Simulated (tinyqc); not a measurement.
What each parameter does: two-band massive Dirac model of the K valleys.

Basis (conduction, valence): H = [[D/2, a t (tau kx - i ky)], [a t (tau kx + i ky), -D/2 + lam tau sz]], valley tau = +/-1, spin sz = +/-1. The gap of a spin and valley is G = D - lam tau sz. Berry curvature Omega = curl of i<u|grad u>; for the conduction band Omega_c = -tau 2 a^2 t^2 G/(G^2 + 4 a^2 t^2 k^2)^(3/2), and Omega_v = -Omega_c.

Constants: hbar^2/2m0 = 3.80998211 eV angstrom^2.

Inputs chosen for the exercise (near those used for monolayer WSe2; shifted at random, so the results belong to these values and not to a real crystal):

| symbol | value | unit | meaning |
|---|---|---|---|
| a | 3.302 | angstrom | lattice constant |
| D | 1.63 | eV | gap parameter |
| t | 1.13 | eV | effective hopping |
| lam | 0.242 | eV | half the valence spin splitting |

Flavour tau = sz = +1 at k = 0: gap G, mass c G/(a t)^2 with c = hbar^2/2m0, Omega_c, and the B - A splitting 2 lam.

One parameter was then changed.

Results before and after:

| case | G (eV) | mass (m0) | Omega_c (angstrom^2) | B - A (eV) |
|---|---|---|---|---|
| base | 1.3880 | 0.3798 | -14.453 | 0.4840 |
| changed | 1.3880 | 0.4689 | -11.707 | 0.4840 |

Which of these changes was made? (a) D = 1.793 eV; (b) t = 1.017 eV; (c) a = 3.368 angstrom; (d) lam = 0.363 eV.

Answer: (b) t = 1.017 eV. Of the candidates, run in turn, only this one gives the changed row.

All candidates:

| case | G (eV) | mass (m0) | Omega_c (angstrom^2) | B - A (eV) |
|---|---|---|---|---|
| base | 1.3880 | 0.3798 | -14.453 | 0.4840 |
| a = 3.368 angstrom | 1.3880 | 0.3651 | -15.037 | 0.4840 |
| D = 1.793 eV | 1.5510 | 0.4244 | -11.575 | 0.4840 |
| t = 1.017 eV | 1.3880 | 0.4689 | -11.707 | 0.4840 |
| lam = 0.363 eV | 1.2670 | 0.3467 | -17.346 | 0.7260 |

The mass goes as G/(a t)^2 and the curvature as (a t)^2/G^2, so their product is -2c/G.

Program tinyqc; command `OMP_NUM_THREADS=1 python tinyqc.py 1452772 1452773 out.jsonl`; about 0.01 s on one thread of a shared Intel(R) Xeon(R) Processor @ 2.30GHz.
